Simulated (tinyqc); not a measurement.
Inside a calculation: sp3s* tight binding. Values are carried at full precision from step to step, so a last printed digit may differ when a step is redone from the rounded ones.

sp3s* tight binding, nearest neighbours only: anion (a) at 0, cation (c) at a/4 (1,1,1), orbitals s, px, py, pz, s* on each; k in units of 2 pi/a. With phases e_j = exp(i (pi/2) k.n_j) for n = (1,1,1), (1,-1,-1), (-1,1,-1), (-1,-1,1): g0 = (e1+e2+e3+e4)/4, g1 = (e1+e2-e3-e4)/4, g2 = (e1-e2+e3-e4)/4, g3 = (e1-e2-e3+e4)/4. The diagonal holds the levels Esa, Epa, Exa (s*) and Esc, Epc, Exc. Anion-cation block: <sa|sc> = Vss g0; <sa|xc> = Vsapc g1; <xa|sc> = -Vscpa g1; <xa|xc> = Vxx g0; <xa|yc> = <ya|xc> = Vxy g3, <xa|zc> = <za|xc> = Vxy g2, <ya|zc> = <za|yc> = Vxy g1; <s*a|xc> = Vxapc g1; <xa|s*c> = -Vpaxc g1; y and z take g2 and g3 in place of g1; s-s* and s*-s* vanish.

Constants: hbar^2/2m0 = 3.80998211 eV angstrom^2.

Parameters, chosen for this exercise (near a published set for Ge, fitted to gaps, whose masses and valley positions are rough; not measured data):
```
symbol  value         unit      meaning
k       (0.95, 0, 0)  2 pi/a    wave vector
Esa     -5.864        eV        s level of the anion
Epa     1.605         eV        p level of the anion
Esc     -5.864        eV        s level of the cation
Epc     1.605         eV        p level of the cation
Exa     6.387         eV        s* level of the anion
Exc     6.387         eV        s* level of the cation
Vss     -6.737        eV        s-s
Vxx     1.618         eV        px-px
Vxy     4.897         eV        px-py
Vsapc   5.48          eV        s anion, p cation
Vscpa   5.48          eV        s cation, p anion
Vxapc   5.206         eV        s* anion, p cation
Vpaxc   5.206         eV        p anion, s* cation
a       5.663         angstrom  lattice constant
```

## Phase sums

Form g0 to g3 at this k.

g0, g1, g2, g3: 0.07846  0.99692i  0.00000  0.00000

## The Hamiltonian without spin-orbit coupling

Fill in the 10 x 10 matrix.

H(k) (eV), lower triangle (Hermitian):
```
           sa       xa        ya        za       s*a       sc      xc      yc      zc     s*c
sa    -5.8640
xa          0   1.6050
ya          0        0    1.6050
za          0        0         0    1.6050
s*a         0        0         0         0    6.3870
sc    -0.5286  5.4631i         0         0         0  -5.8640
xc   -5.4631i   0.1269         0         0  -5.1900i        0  1.6050
yc          0        0    0.1269  -4.8819i         0        0       0  1.6050
zc          0        0  -4.8819i    0.1269         0        0       0       0  1.6050
s*c         0  5.1900i         0         0         0        0       0       0       0  6.3870
```

## Levels at this k

Diagonalise H, which belongs to k = (0.95, 0, 0) (2 pi/a). Four bands are filled (two electrons each); give the make-up of band 5, the lowest empty one.

levels (eV): -9.5163  -8.8307  -3.2786  -3.2786  0.9063  1.0706  6.4886  6.4886  10.2898  10.3363

weights of band 5: s 0.228, p 0.407, s* 0.365

weight of band 5 on atom a = 0.500

The vertical gap at this k is 4.1849 eV; band 5 is mostly p-like.

## Levels at Gamma

At k = 0 only g0 = 1 is left and H falls into 2 x 2 blocks [[E_a, V], [V, E_c]] with roots (E_a + E_c)/2 -/+ sqrt(((E_a - E_c)/2)^2 + V^2); the s* levels stay uncoupled. The direct gap runs from the highest lower root of the p blocks to the lowest upper root.

Blocks at Gamma (eV):
```
block            E_a      E_c        V  lower root  upper root
s (Gamma1)   -5.8640  -5.8640  -6.7370    -12.6010      0.8730
p (Gamma15)   1.6050   1.6050   1.6180     -0.0130      3.2230
```

direct gap at Gamma = 0.8860 eV

The lowest empty level at Gamma is s-like.

## Bands near the gap

Diagonalise at L = (1/2,1/2,1/2), X = (1,0,0), W = (1,1/2,0), K = (3/4,3/4,0) and at the fractions named between them; energies from the top of the valence band at Gamma; 4 bands are filled.

Levels (eV):
```
k        level 2  level 3  level 4  level 5  level 6
L         -7.980   -1.639   -1.639    0.790    2.466
L-G 0.5   -4.737   -0.954   -0.954    1.218    2.990
G          0.000    0.000    0.000    0.886    3.236
G-X 0.2   -1.584   -0.540   -0.540    1.808    2.658
G-X 0.4   -3.731   -1.544   -1.544    1.722    2.158
G-X 0.6   -5.806   -2.456   -2.456    1.057    1.903
G-X 0.7   -6.760   -2.807   -2.807    0.885    1.672
G-X 0.8   -7.642   -3.066   -3.066    0.824    1.423
G-X 0.9   -8.446   -3.225   -3.225    0.865    1.188
X         -9.170   -3.279   -3.279    0.993    0.993
W         -9.170   -3.279   -3.279    0.993    0.993
K         -8.720   -3.528   -2.799    0.904    1.185
K-G 0.5   -5.473   -2.334   -1.012    1.563    2.194
```

On these points the lowest empty level is lowest at L, 0.790 eV above the top.

## Valleys and masses

The lowest conduction level at Gamma, at its minimum on (x,0,0) for x from 0.5 to 1, and at the point L (L, and X where the search ends there, need not be minima in this model; a zero or negative inverse mass shows it). Inverse masses m0/m = (E(+h) + E(-h) - 2 E)/(2 c q^2) with c = hbar^2/2m0, q = h 2 pi/a, h = 0.002; longitudinal along the valley axis ([100] at Gamma and Delta, [111] at L), transverse along [010] or [1-10]. A dash: the next level lies within 0.15 eV, so a single mass has no use there.

Valleys:
```
valley  x (2 pi/a)  E - Ev (eV)  m0/m_l  m0/m_t
Gamma       0.0000       0.8860   16.05   16.05
Delta       0.8079       0.8234    1.09    0.53
L           0.5000       0.7898    0.41    1.33
```

Of these three the lowest is L, which makes the gap indirect, 0.7898 eV. At Delta m0/m_t is 0.53. This nearest-neighbour model is fitted to gaps: it places the Delta minimum and the masses at Delta and L only roughly (transverse masses can be several times too heavy), and since its bands are flat from X to W the transverse mass grows too heavy towards X; d orbitals or second neighbours cure this.

## Checks

- Direct gap at Gamma from the blocks against the full matrix: both 0.886000.

Run: tinyqc, `OMP_NUM_THREADS=1 python tinyqc.py 1451461 1451462 out.jsonl`; Intel(R) Xeon(R) Processor @ 2.30GHz, one thread, shared host; about 0.1 s of CPU time with all checks.
